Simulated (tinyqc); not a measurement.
Worked calculation: CCSD on RHF in the 6-311g basis, for H2, spin multiplicity 1. One step of it, computed by the program tinyqc.

Question. CCSD: starting amplitudes. t_ij^ab = <ij||ab> / (e_i + e_j - e_a - e_b), whose energy is MP2.

orbital energies (hartree): MO1 -0.570421, MO2 0.154682, MO3 0.313201, MO4 0.613863, MO5 2.524907, MO6 2.646664

Two-electron integrals over orbitals (pq|rs), unique and non-zero (hartree):
```
p,q,r,s,(pq|rs)
1,1,1,1,0.620840
2,1,2,1,0.053778
2,2,1,1,0.354107
2,2,2,2,0.302765
3,1,1,1,-0.129532
3,1,2,2,-0.028813
3,1,3,1,0.054689
3,2,2,1,0.021035
3,2,3,2,0.036483
3,3,1,1,0.361934
3,3,2,2,0.275654
3,3,3,1,-0.036963
3,3,3,3,0.281810
4,1,2,1,-0.067275
4,1,3,2,-0.003549
4,1,4,1,0.103788
4,2,1,1,-0.137828
4,2,2,2,-0.048876
4,2,3,1,0.041994
4,2,3,3,-0.047529
4,2,4,2,0.057261
4,3,2,1,0.035805
4,3,3,2,0.017441
4,3,4,1,-0.044564
4,3,4,3,0.030574
4,4,1,1,0.489176
4,4,2,2,0.329506
4,4,3,1,-0.082231
4,4,3,3,0.312404
4,4,4,2,-0.103442
4,4,4,4,0.425633
5,1,1,1,-0.084826
5,1,2,2,-0.012356
5,1,3,1,0.047401
5,1,3,3,-0.022355
5,1,4,2,0.027328
5,1,4,4,-0.057028
5,1,5,1,0.082438
5,2,2,1,-0.002601
5,2,3,2,0.003578
5,2,4,1,0.009741
5,2,4,3,-0.008827
5,2,5,2,0.012588
5,3,1,1,0.104781
5,3,2,2,0.032900
5,3,3,1,-0.038714
5,3,3,3,0.035080
5,3,4,2,-0.035352
5,3,4,4,0.071909
5,3,5,1,-0.043163
5,3,5,3,0.035663
5,4,2,1,0.010656
5,4,3,2,-0.018788
5,4,4,1,-0.034277
5,4,4,3,0.012565
5,4,5,2,-0.019869
5,4,5,4,0.045340
5,5,1,1,0.623717
5,5,2,2,0.348337
5,5,3,1,-0.136030
5,5,3,3,0.360484
5,5,4,2,-0.139435
5,5,4,4,0.492004
5,5,5,1,-0.124119
5,5,5,3,0.122132
5,5,5,5,0.677527
6,1,2,1,-0.028901
6,1,3,2,0.015901
6,1,4,1,0.063131
6,1,4,3,-0.030062
6,1,5,2,0.028081
6,1,5,4,-0.059549
6,1,6,1,0.089332
6,2,1,1,-0.026601
6,2,2,2,0.010073
6,2,3,1,0.021917
6,2,3,3,-0.002010
6,2,4,2,0.005458
6,2,4,4,-0.012215
6,2,5,1,0.035701
6,2,5,3,-0.015734
6,2,5,5,-0.045309
6,2,6,2,0.022864
6,3,2,1,0.030709
6,3,3,2,-0.002280
6,3,4,1,-0.050886
6,3,4,3,0.021719
6,3,5,2,-0.010342
6,3,5,4,0.029299
6,3,6,1,-0.046962
6,3,6,3,0.032613
6,4,1,1,0.141613
6,4,2,2,0.028528
6,4,3,1,-0.060797
6,4,3,3,0.044256
6,4,4,2,-0.046368
6,4,4,4,0.092426
6,4,5,1,-0.075714
6,4,5,3,0.050899
6,4,5,5,0.175073
6,4,6,2,-0.036400
6,4,6,4,0.089043
6,5,2,1,0.090265
6,5,3,2,0.005251
6,5,4,1,-0.141147
6,5,4,3,0.068901
6,5,5,2,-0.033948
6,5,5,4,0.081117
6,5,6,1,-0.132305
6,5,6,3,0.088712
6,5,6,5,0.262437
6,6,1,1,0.655360
6,6,2,2,0.364982
6,6,3,1,-0.152217
6,6,3,3,0.368473
6,6,4,2,-0.153530
6,6,4,4,0.523947
6,6,5,1,-0.158360
6,6,5,3,0.140132
6,6,5,5,0.723849
6,6,6,2,-0.054865
6,6,6,4,0.202014
6,6,6,6,0.793594
```

Give: Starting amplitudes; correlation energy.

Answer.

Starting amplitudes (spin orbitals 1a, 1b, ...; amplitudes related by a flip of all spins are not repeated):
```
from,to,t
1a 1b,4a 4b,-0.0438
1a 1b,2a 2b,-0.0371
1a 1b,2a 4b,0.0352
1a 1b,3a 3b,-0.0309
1a 1b,4a 6b,-0.0143
1a 1b,6a 6b,-0.0139
1a 1b,5a 5b,-0.0133
1a 1b,3a 5b,-0.0119
1a 1b,2a 6b,0.0073
```

correlation energy = -0.018678 hartree
